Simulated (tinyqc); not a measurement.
Inside a calculation: k.p values derived from sp3s* tight binding at Gamma. Values are carried at full precision from step to step, so a last printed digit may differ when a step is redone from the rounded ones.

At Gamma the states are two-level mixtures: s-like S+ (upper) and S- (lower) from [[Esa, Vss], [Vss, Esc]], p-like P- (valence) and P+ from [[Epa, Vxx], [Vxx, Epc]], and the bare s* levels. With real k in 1/angstrom and kz = 0, the phase sums over the four bonds are g0 = 1 - (a k/4)^2/2, g1 = i a kx/4, g3 = -(a/4)^2 kx ky to second order. Each mixture is written (anion, cation) with the anion part positive. c = hbar^2/2m0. No spin-orbit coupling.

Constants: hbar^2/2m0 = 3.80998211 eV angstrom^2.

Inputs chosen for the exercise (near a published set for GaSb, fitted to gaps, whose masses and valley positions are rough; the results hold for these values, not for the real material): Esa = -7.301 eV (s level of the anion); Esc = -3.904 eV (s level of the cation); Epa = 0.854 eV (p level of the anion); Epc = 2.91 eV (p level of the cation); Vss = -6.17 eV (s-s); Vxx = 1.584 eV (px-px); a = 6.098 angstrom (lattice constant); Vsapc = 4.982 eV (s anion, p cation); Vscpa = 4.647 eV (s cation, p anion); Vxapc = 4.985 eV (s* anion, p cation); Vpaxc = 4.199 eV (p anion, s* cation); Exa = 6.628 eV (s* level of the anion); Exc = 5.988 eV (s* level of the cation); Vxy = 4.133 eV (px-py).

## States at Gamma

Solve the two blocks.

States:
```
state     E (eV)  anion part  cation part
S-     -12.00202    0.795428     0.606048
P-      -0.00634    0.878747    -0.477288
S+       0.79702    0.606048    -0.795428
P+       3.77034    0.477288     0.878747
```

## Linear terms and the Kane energy

<s state|dH/dkx|x state> = i P with P = (a/4)(sa pc Vsapc + sc pa Vscpa), sa, sc and pa, pc being the parts of the two states; for s* on the anion P = (a/4) pc Vxapc, on the cation (a/4) pa Vpaxc. Ep = P^2/c for S+ to P-.

Couplings:
```
pair       P (eV angstrom)  E(first) - E(second) (eV)
S+ to P-          -7.14876                    0.80336
S+ to P+           1.35529                   -2.97333
S- to P-           0.88942                  -11.99567
s*a to P-         -3.62721                    6.63434
s*c to P-          5.62519                    5.99434
```

Ep = 13.413 eV

The two terms of S+ to P- have the same sign and add: S+ and P- both change sign from anion to cation. An on-site momentum element between s and p, which real atoms have, is absent from this model.

## Electron mass

m0/m = [<S+|d2H/dkx^2|S+>/2 + sum P^2/(E(S+) - E(P))]/c over P- and P+, with the direct term -(a/4)^2 sa sc Vss.

parts of m0/m: direct -1.814, from P- 16.697, from P+ -0.162

mass = 0.0679 m0

The valence band supplies 113 % of m0/m; the direct term, which stands in for the free-electron 1, is -1.81. Sets of this kind were fitted to gaps and often give too heavy a mass, by up to a factor of two.

## Valence parameters L, M, N and the Luttinger values

Direct terms d0 = -(a/4)^2 pa pc Vxx, dN = -2 (a/4)^2 pa pc Vxy for P-. F = sum P^2/(E(P-) - E(s)) over S+, S-, s*a, s*c. The y state of P- couples to the z state of P+ through Q = (a/4) Vxy (pa p'c - pc p'a), primes for P+, and H1 = Q^2/(E(P-) - E(P+)). L = d0 + F, M = d0 + H1, N = dN + F + H1; g1 = -(L + 2M)/(3c), g2 = -(L - M)/(6c), g3 = -N/(6c).

d0, dN, F, Q, H1 (eV angstrom^2; Q in eV angstrom): [1.5440, 8.0574, -70.8098, 6.3008, -10.5117]

L, M, N (eV angstrom^2): [-69.266, -8.968, -73.264]

g1, g2, g3: [7.629, 2.638, 3.205]

Along [100] the masses without spin-orbit coupling are c/|L| = 0.055 (one band) and c/|M| = 0.425 (two bands).

## Checks

- Electron mass against a finite difference of the full bands: 0.06793 against 0.06794.
- L and M against finite differences along [100]: largest relative difference 7.3e-05.
- Lowest curvature along [111], (L + 2M + 2N)/3, against a finite difference: -77.910 against -77.904.

(tinyqc, `OMP_NUM_THREADS=1 python tinyqc.py 1481430 1481431 out.jsonl`, Intel(R) Xeon(R) Processor @ 2.30GHz, 1 thread, shared host, about 0.01 s.)
